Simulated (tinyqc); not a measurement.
Width of the well: strained quantum well: band edges, subbands and transparency.

Growth on (001), barriers unstrained: tr(e) = e (2 - nu2), Z = b e (1 + nu2); Ec = Ev + Eg + ac tr(e), E_HH = Ev + av tr(e) + Z, E_LH = Ev + av tr(e) - Z (coupling to the split-off band left out).

Masses along z: me, 1/(g1 - 2 g2) for HH, 1/(g1 + 2 g2) for LH, likewise in the barrier; in the plane me, 1/(g1 + g2) for HH and 1/(g1 - g2) for LH (no mixing, which understates the hole masses away from k = 0). Level n solves k L + 2 atan[(k/m)/(kappa/mb)] = n pi, k = sqrt(m E/c), kappa = sqrt(mb (V - E)/c), c = hbar^2/2m0.

Transparency (Bernard-Duraffourg): Fc - Fv equals the lowest transition energy with n = p, n = sum m/(2 pi c) kB T ln(1 + exp((Fc - E)/kB T)) and p likewise over the listed subbands; c = hbar^2/2m0, 1/angstrom^2 = 1e16/cm^2.

Constants: hbar^2/2m0 = 3.80998211 eV angstrom^2; kB = 8.617333262e-05 eV/K; hc = 1239.841984 eV nm.

Parameters, chosen for this exercise (near those of an InGaAs/InP well; not measured data):
```
symbol  value                      unit      meaning
e       0.0018                               strain in the plane
nu2     0.994                                2 C12/C11
Eg      0.746                      eV        unstrained gap of the well
Ev      -0.598                     eV        its valence edge
ac      -6.1                       eV
av      1.08                       eV        Ev moves by av tr(e)
b       -1.9                       eV        shear potential
Egb     1.345                      eV        gap of the barrier
Evb     -0.94                      eV        its valence edge
me      0.0438                     m0        electron mass
g1      13.62                                gamma1
g2      5.34                                 gamma2
meb     0.08                       m0
g1b     5.08
g2b     1.6
T       300                        K         temperature
Ls      (30, 40, 55, 70, 90, 120)  angstrom  widths
```

All levels anew.

Results:
```
L (angstrom)  wavelength (nm)  top hole  hh1 - lh1 (meV)  n_tr (1e12/cm^2)  share in top  n_tr/L (1e18/cm^3)
30                       1321       hh1               78             0.384          0.87                1.28
40                       1394       hh1               63             0.404          0.78                1.01
55                       1469       hh1               45             0.446          0.63                0.81
70                       1517       hh1               32             0.492          0.51                0.70
90                       1559       hh1               21             0.549          0.39                0.61
120                      1597       hh1               11             0.635          0.30                0.53
```

The wavelength tunes by 276 nm. The sheet density at transparency changes from 0.38 to 0.63, the top hole subband holding 0.87 and 0.30 of the holes at the ends, while the volume density falls by a factor 2.4. Critical thickness and carrier escape are left out.

(tinyqc, `OMP_NUM_THREADS=1 python tinyqc.py 1250135 1250136 out.jsonl`, Intel(R) Xeon(R) Processor @ 2.30GHz, 1 thread, shared host, about 0.01 s.)
